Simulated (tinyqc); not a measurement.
Worked calculation: tight binding, honeycomb lattice. One step of it, computed by the program tinyqc.

Task: Levels at k. Diagonalise the Hermitian matrix.

H(k) at k (eV):
```
,A,B
A,1.946099,-0.668760+0.574587i
B,-0.668760-0.574587i,-1.945469
```

Give: eigenvalues; weights |c|^2 of the basis functions.

Result:

eigenvalues (eV): -2.136  2.137

weights |c|^2 of the basis functions:
```
,band 1,band 2
A,0.045,0.955
B,0.955,0.045
```
